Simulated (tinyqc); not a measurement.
Spherical quantum dot: one step. The matching condition at a trial energy.

A sphere of radius R, isotropic masses, c = hbar^2/2m0, k = sqrt(mw E/c), kappa = sqrt(mb (V0 - E)/c). State n l is the spherical Bessel function j_l(k r) inside and k_l(kappa r) outside; psi and psi'/m are continuous: (k/mw) j_l'(kR)/j_l(kR) = (kappa/mb) k_l'(kappa R)/k_l(kappa R). For l = 0 this reads kR cot(kR) = 1 - (mw/mb)(1 + kappa R).

Constants: hbar^2/2m0 = 3.80998211 eV angstrom^2.

Values chosen for the exercise (near those of a non-polar GaN dot in AlGaN; the results hold for these values, not for the real material): R = 31 angstrom (radius); V0 = 0.72 eV (barrier height); mw = 0.196 m0 (mass inside); mb = 0.258 m0 (mass outside); E = 0.1208 eV (trial energy).

Problem. Both sides for the lowest state, in the form for l = 0.

Give: k R; kappa R; left side; right side.

Solution.

k R = 2.4438
kappa R = 6.2445
left side = -2.9143
right side = -4.5036

The left side falls with E and the right side rises; here the left is the larger, so the level lies above the trial energy.

Computed by tinyqc, a small Python program: `OMP_NUM_THREADS=1 python tinyqc.py 1282501 1282502 out.jsonl` (the numbers bound the seed that draws the inputs); one thread of a shared host (Intel(R) Xeon(R) Processor @ 2.30GHz), about 0.03 s for the whole set of steps.
